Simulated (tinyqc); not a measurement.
Inside a calculation: donor near an oxide interface in a gate field (two-state model). Values are carried at full precision from step to step, so a last printed digit may differ when a step is redone from the rounded ones.

Interface at z = 0 (hard wall), donor at z = d, field F pulling electrons to the interface: potential e F z; 1 kV/cm = 1e-5 eV/angstrom, c = hbar^2/2m0, q = e^2/(4 pi eps0), Q = (eps - eo)/(eps + eo). Donor state: E_D = e F d - ED - q Q/(4 eps d), the last term joining the images of ion and electron. Interface state: z exp(-b z/2) exp(-rho^2/(2 L^2)) with E_z = c b^2/(4 mz) + 3 e F/b + q Q b/(8 eps), minimised over b; in the plane at z = 3/b the ion (distance D = d - 3/b) and its image (D' = d + 3/b) give E_rho = c/(mt L^2) - (q/eps)(sqrt(pi)/L)[erfcx(D/L) + Q erfcx(D'/L)], erfcx(x) = exp(x^2) erfc(x), minimised over L. E_I = E_z + E_rho.

Constants: hbar^2/2m0 = 3.80998211 eV angstrom^2; e^2/(4 pi eps0) = 14.39964547 eV angstrom.

Values chosen for the exercise (near those of a donor in Si below HfO2, static dielectric constants; shifted at random, so the results belong to these values and not to a real crystal):
- d = 140 angstrom (depth of the donor)
- ED = 42.1 meV (bulk binding energy)
- mz = 0.913 m0 (mass across the interface)
- mt = 0.195 m0 (mass in the plane)
- eps = 11.4 (dielectric constant of the semiconductor)
- eo = 22 (dielectric constant of the oxide)
- F = 38.6 kV/cm (field in the semiconductor)
- aD = 19.7 angstrom (donor radius)
- v = 0.57 (valley factor)

## The interface state across the interface

Solve c b/(2 mz) - 3 e F/b^2 + q Q/(8 eps) = 0; give Q, b, the three terms of E_z and <z> = 3/b.

Q = -0.3174
b = 0.09101 1/angstrom

kinetic, field and image terms (meV): 8.64  12.72  -4.56

<z> = 33.0 angstrom

The image pulls the electron towards the oxide; without it <z> would be 36.5 angstrom. The sign rests on the static constant; with the high-frequency one of such an oxide, about 4, the image would repel.

## Binding in the plane

Give D, D', the best L, both terms and E_rho.

D, D' (angstrom): 107.0  173.0

L = 116.2 angstrom

kinetic and Coulomb terms (meV): 1.45  -6.69

E_rho = -5.25 meV

The bottom of the well lies at -9.5 meV, so the level is 45 % of the way up; L/D = 1.09. Above the critical field the ionised donor would thus still hold its electron as a dot at the interface.

## Where the electron sits

The two states couple by t = t0 exp(-D/aD) with t0 = q/(eps aD) (2 aD/L) sqrt(aD b/2) v, v a valley factor; this form is an estimate. With detuning u = E_D - E_I the splitting is sqrt(u^2 + 4 t^2) and the lower state has weight (1 - u/sqrt(u^2 + 4 t^2))/2 on the donor.

Give E_D, E_I, t, the splitting and the donor weight.

E_D, E_I (meV): 12.66  11.56

t = 0.0512 meV
splitting = 1.10 meV
donor weight = 0.002

The electron is at the interface; the contact hyperfine coupling scales with the donor weight. With this t, the tunnelling time pi hbar/(2t) at a crossing would be 20.2 ps (hbar = 6.58212e-16 eV s); here the detuning is 21.4 t.

## Critical field

Find F at which E_D = E_I; compare the rule e F d = ED. The crossing width is 4t/(e D), with t and D formed anew at that field.

critical field = 37.6 kV/cm
ED/(e d) = 30.1 kV/cm
width = 0.19 kV/cm

The confinement energy E_z = 16.5 meV raises the field needed and the attraction E_rho = -5.3 meV lowers it; the result is 1.25 times the simple rule.

## Checks

- E_z without images against 1.5 x 6^(2/3)/2 (c (e F)^2/mz)^(1/3), meV: both 21.14.
- E_rho from the radial equation in the full Coulomb well against the Gaussian trial function, meV: -5.3 against -5.2.

Run: tinyqc, `OMP_NUM_THREADS=1 python tinyqc.py 1251601 1251602 out.jsonl`; Intel(R) Xeon(R) Processor @ 2.30GHz, one thread, shared host; about 0.08 s of CPU time with all checks.
